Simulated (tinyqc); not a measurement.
Dopants and charged point defects at anneal temperature: Fermi-level effect, clustering and pairing: one step, computed by the program tinyqc.

Boltzmann statistics and full ionisation of active dopants. Energies are counted from the valence band; the defect (a vacancy or self-interstitial) has five charge states, with all degeneracy factors one.

Task: Charged defects. C_0 = N_s exp(S_f/k_B) exp(-H_f/k_B T). Ratios to the neutral state at E_F = E_i: r_+ = exp((E(+/0) - E_i)/k_B T), r_2+ = r_+ exp((E(2+/+) - E_i)/k_B T), r_- = exp((E_i - E(0/-))/k_B T), r_2- = r_- exp((E_i - E(-/2-))/k_B T); at other E_F state q scales as chi^(-q). The enhancement is sum r_q chi^(-q)/sum r_q. The charge on the defects is left out of neutrality.

Inputs (values chosen for the exercise, with bands modelled on GaAs):

| quantity | value | unit |
|---|---|---|
| anneal temperature T | 1030 | K |
| formation enthalpy of the neutral defect H_f | 3.44 | eV |
| formation entropy S_f | 6.1 | k_B |
| site density N_s | 2.7e+22 | cm^-3 |

Dopant: donor. Second part: clustering of the dopant.

defect levels as fractions of E_g(T): (2+/+), (+/0), (0/-), (-/2-): 0.2  0.3  0.67  0.76

E_g = 1.025535 eV

k_B T = 0.08875853 eV

n_i = 4.067599e+16 cm^-3

E_i = 0.6529357 eV

chi = 38.75714

Give: neutral defects C_0; Charge states; all defects, doped; enhancement over intrinsic; mean charge.

Result:

neutral defects C_0 = 1.773e+08 cm^-3

Charge states:

| state | ratio r | intrinsic (cm^-3) | doped (cm^-3) |
|---|---|---|---|
| 2+ | 1.316e-04 | 2.334e+04 | 1.554e+01 |
| + | 2.044e-02 | 3.625e+06 | 9.352e+04 |
| 0 | 1.000e+00 | 1.773e+08 | 1.773e+08 |
| - | 6.804e-01 | 1.206e+08 | 4.675e+09 |
| 2- | 1.637e-01 | 2.902e+07 | 4.359e+10 |

all defects, doped = 4.844e+10 cm^-3

enhancement over intrinsic = 146.5

mean charge = -1.896 e

Doping leaves the neutral state alone and multiplies the total by 147; the most common state is 2- (in intrinsic material 0).
